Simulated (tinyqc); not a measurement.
## Bandgap voltage reference from two bipolar transistors: output against temperature

Two transistors of area 1 and N carry the same current I. Is(T) = Is (T/T0)^eta exp[(Vg0 q/kB)(1/T0 - 1/T)], VBE1 = Vt ln(I/Is(T)) + I rb, VBE2 = Vt ln(I/(N Is(T))) + I rb/N. The amplifier forces I R1(T) = VBE1 - VBE2 + Vos, with R(T) = R (1 + tc (T - T0)) for both resistors, and the output is Vref = VBE1 + I R2(T). Base currents and the Early effect are neglected.

Vt = kB T/q; I = (Vt ln N + Vos)/(R1(T) - rb (1 - 1/N)).

Inputs (values chosen for the exercise); values of the order met in silicon bipolar transistors: reference temperature T0 = 300 K; band-gap voltage extrapolated to 0 K Vg0 = 1.207 V; temperature exponent of the saturation current eta = 3.7; saturation current of the unit transistor at T0 Is = 1e-15 A; area ratio of the second transistor N = 8; resistor across which the difference of VBE falls, at T0 R1 = 21 kohm; temperature coefficient of both resistors tc = 1800 ppm/K; offset of the amplifier Vos = 0 mV; series resistance of the unit transistor rb = 0 ohm; output resistor at T0 R2 = 291.2 kohm.

Constants: q = 1.602176634e-19 C, kB = 1.380649e-23 J/K. Results are converted to the units shown.

Output against temperature:
```
T (K)  I (uA)  VBE1 (V)  I R2 (V)  Vref (V)  Vref - Vref(T0) (mV)  dVref/dT (uV/K)
218     2.182    0.7561    0.5417     1.298                -7.723            144.0
233     2.261    0.7208    0.5790     1.300                -5.711            124.4
253     2.358    0.6734    0.6287     1.302                -3.471            99.98
273     2.448    0.6254    0.6784     1.304                -1.701            77.32
298     2.552    0.5649    0.7405     1.305               -0.1001            51.07
323     2.647    0.5038    0.8026     1.306                0.8694            26.80
348     2.733    0.4420    0.8647     1.307                 1.254            4.233
373     2.813    0.3797    0.9268     1.307                 1.093           -16.86
398     2.887    0.3169    0.9890     1.306                0.4220           -36.65
423     2.955    0.2537     1.051     1.305               -0.7297           -55.30
```

VBE1 falls by 2.45 mV/K on average and I R2 rises by 2.48 mV/K. The slope of Vref vanishes at T = 353 K. Between 233 and 398 K Vref spans 6.98 mV, or 32.4 ppm/K by the box method (span over the average over T, over 165 K).

tinyqc, about 0.02 s, one thread, Intel Xeon 2.30GHz (shared host): `OMP_NUM_THREADS=1 python tinyqc.py 2062146 2062147 out.jsonl`
